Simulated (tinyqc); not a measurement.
From results to parameters: diatomic chain. Computed by the program tinyqc.

Problem. A chain of two alternating masses has one spring constant k; at the zone edge omega^2 = 2k/M and 2k/m, and wavenumber = 521.4708 sqrt(omega^2) with omega^2 in eV/(angstrom^2 u). Find k, the heavier mass and the optical wavenumber at q = 0.

wavenumbers at the zone edge (cm^-1): 109.348195  281.804383
lighter mass = 22.600000 u

Solution. The upper value gives k = m omega^2/2, the ratio of the squares gives M/m, and at q = 0 omega^2 = 2k (1/m + 1/M), the sum of the two.

k = 3.3000 eV/angstrom^2
heavier mass = 150.1000 u
optical wavenumber at q = 0 = 302.2759 cm^-1
